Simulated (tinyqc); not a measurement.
Capillary instabilities by surface diffusion: grooving and agglomeration of films, edge retraction, wire break-up and smoothing of roughness. Changing the grain-boundary energy gamma_b. Computed by tinyqc, a small Python program. Command: `OMP_NUM_THREADS=1 python tinyqc.py 3028681 3028682 out.jsonl dewet sweep`. One thread of a shared host (Intel(R) Xeon(R) Processor @ 2.30GHz), about 0.01 s of CPU time with the checks.

Isotropic surface energy; shapes change by surface diffusion alone.

Inputs (values chosen for the exercise, of the order of those of a gold film): surface energy gamma_s = 1.47 J/m^2; atomic volume Omega = 17 angstrom^3; surface sites nu = 15 1/nm^2; prefactor D0 = 5.4e-06 m^2/s; activation energy Q = 0.908 eV; temperature T = 450 K; time t = 3100 s; film thickness h = 17 nm; grain radius R = 380 nm.

Grooves: at the surface only.

Constants: k_B = 8.617333262e-05 eV/K; k_B = 1.380649e-23 J/K.

Method:
- B = D_s nu gamma_s Omega^2/(k_B T), D_s = D0 exp(-Q/(k_B T)).
- Groove angle beta: sin(beta) = gamma_b/(2 gamma). For circular grains of radius R with spherical caps the groove ends (measured from the mean surface) at the depth R g(beta), g = (2 - 3 cos beta + cos^3 beta)/(3 sin^3 beta). The film parts if R g(beta_s) > h.
- Mullins' isolated groove: depth below the flat surface d = 0.780 m (B t)^(1/4), m = tan(beta_s), width between the ridges 4.6 (B t)^(1/4); time to reach h: (h/(0.780 m))^4/B.

One run for each value:
```
grain-boundary energy gamma_b (J/m^2)  critical R/h  beta_s (degrees)  time to reach the substrate (s)
0.147                                        79.933             2.866                       9.5744e+07
0.273                                        42.953             5.328                       7.9503e+06
0.399                                        29.292             7.800                       1.7081e+06
0.525                                        22.160            10.287                       5.5433e+05
0.651                                        17.766            12.793                       2.2624e+05
0.777                                        14.777            15.325                       1.0665e+05
0.903                                        12.604            17.887                       5.5429e+04
1.030                                        10.936            20.508                       3.0723e+04
```

Describe and explain the trends.

Over the rows, critical R/h falls from 79.9 to 10.9 (exponent d ln y / d ln x -1.0 between the first rows and -1.1 between the last); beta_s (degrees) rises from 2.87 to 20.5 (exponent d ln y / d ln x about 1.0 throughout); time to reach the substrate (s) falls from 9.57e7 to 30700 (exponent d ln y / d ln x -4.0 between the first rows and -4.5 between the last). At the low end the exponent of critical R/h is -1.00, close to -1: g is about beta/4 for small angles.

Caution (rows 0.147, 0.273, 0.399): the grains are too small for the surface groove ever to reach the depth h.
